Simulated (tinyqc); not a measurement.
Worked calculation: Hall factor, magnetoresistance and optical conductivity for a power-law relaxation time. Computed by tinyqc, a small Python program that keeps every step. Command: `OMP_NUM_THREADS=1 python tinyqc.py 3012640 3012641 out.jsonl magneto walk`. One thread of a shared host (Intel(R) Xeon(R) Processor @ 2.30GHz), about 0.01 s of CPU time with the checks. Intermediate numbers are printed to about 7 digits and carried at full precision; extremes and crossings named in words are read from the listed rows.

One spherical parabolic band, tau(E) = tau_0 x^s with x = E/(k_B T). Landau quantisation is left out.

Inputs (values chosen for the exercise, with a mass close to that of electrons in silicon): effective mass m = 0.26 m_0; exponent s = 0.5; tau_0 = 740 fs; reduced Fermi level eta = -2.4; temperature T = 100 K; magnetic field B = 6.7 T; frequency f = 1.3 THz; background permittivity eps_inf = 12.9.

Constants: m_0 = 9.1093837015e-31 kg; k_B = 1.380649e-23 J/K; hbar = 1.054571817e-34 J s; e = 1.602176634e-19 C; eps_0 = 8.8541878128e-12 F/m; c = 299792458 m/s.

## Density and moments of tau

<y> = int y x^(3/2) f (1 - f) dx / int x^(3/2) f (1 - f) dx, f = 1/(1 + exp(x - eta)). Integrals over x = E/(k_B T) use 160 Gauss-Legendre points in u = sqrt(x) from 0 to sqrt(max(eta, 0) + 45). n = (2 m k_B T)^(3/2)/(3 pi^2 hbar^3) int x^(3/2) f (1 - f) dx; moments in units of tau_0.

density n = 5.630624e+16 1/cm^3

<tau>/tau_0 = 1.518114

<tau^2>/tau_0^2 = 2.538803

<tau^3>/tau_0^3 = 4.604453

<1/tau> tau_0 = 0.7427763

## Limits

mu = e <tau>/m; weak field r_H = <tau^2>/<tau>^2 and MR = c (mu B)^2, c = <tau^3>/<tau>^3 - r_H^2; strong field r_H = 1 and MR = <tau> <1/tau> - 1.

drift mobility mu = 7599.483 cm^2/(V s)

weak-field Hall factor = 1.101591

coefficient c = 0.1025254

saturation MR = 12.76188 %

For a classical gas r_H = Gamma(5/2) Gamma(5/2 + 2s)/Gamma(5/2 + s)^2 = 1.1045.

## At the given field

With w_c = e B/m: sigma_xx = (n e^2/m) <tau/(1 + w_c^2 tau^2)>, sigma_xy = (n e^2/m) <w_c tau^2/(1 + w_c^2 tau^2)>; r_H = (n e/B) sigma_xy/(sigma_xx^2 + sigma_xy^2); MR = sigma_0 sigma_xx/(sigma_xx^2 + sigma_xy^2) - 1, sigma_0 = n e^2 <tau>/m.

mu B = 5.091654

sigma_xx = 2.773618 S/cm

|sigma_xy| = 12.77133 S/cm

Hall factor r_H = 1.006794

magnetoresistance MR = 11.32947 %

## Field dependence

The formulas are those given above.

Against the field:
```
B (T)          mu B       r_H        MR (%)
0.039  2.963798e-02  1.101483  8.992950e-03
0.13   9.879328e-02  1.100411  9.849611e-02
0.39   2.963798e-01  1.092345  7.925153e-01
0.79   6.003591e-01  1.074514  2.460560e+00
1.3    9.879328e-01  1.054845  4.541084e+00
2.6    1.975866e+00  1.027474  7.993550e+00
5.3    4.027726e+00  1.009996  1.074342e+01
13     9.879328e+00  1.002071  1.228178e+01
53     4.027726e+01  1.000134  1.272803e+01
```

r_H falls from 1.101 to 1.000, so a strong-field measurement gives n directly; half of the fall is done between 0.988 and 1.98 in mu B. MR starts as B^1.99 and reaches 100 % of its saturation value in the last row. It arises only because carriers of different energy have different Hall angles, which one Hall field cannot cancel. Above 19 T hbar w_c exceeds k_B T and mu B exceeds 1, and Landau quantisation replaces this picture.

## Response at frequency f

sigma(w) = (n e^2/m) <tau/(1 - i w tau)>, w = 2 pi f; eps = eps_inf + i sigma/(eps_0 w); N = sqrt(eps); absorption coefficient 2 w Im N/c; reflectivity |(N - 1)/(N + 1)|^2; plasma frequency sqrt(n e^2/(eps_inf eps_0 m))/(2 pi).

sigma(w) = 0.895999+7.344197i S/cm

permittivity = 2.745176+1.238898i

refractive index = 1.696609+0.365110i

absorption coefficient = 198.9556 1/cm

reflectivity = 0.08353394

plasma frequency = 1.163345 THz

w <tau> = 9.18 and f/f_p = 1.12. At high frequency Re sigma is set by <1/tau>, not <tau>, so a Drude formula with the single time <tau> understates it by a factor that tends to 1.13.

Checks made by the program: <tau> against adaptive quadrature (relative difference below 1e-10).
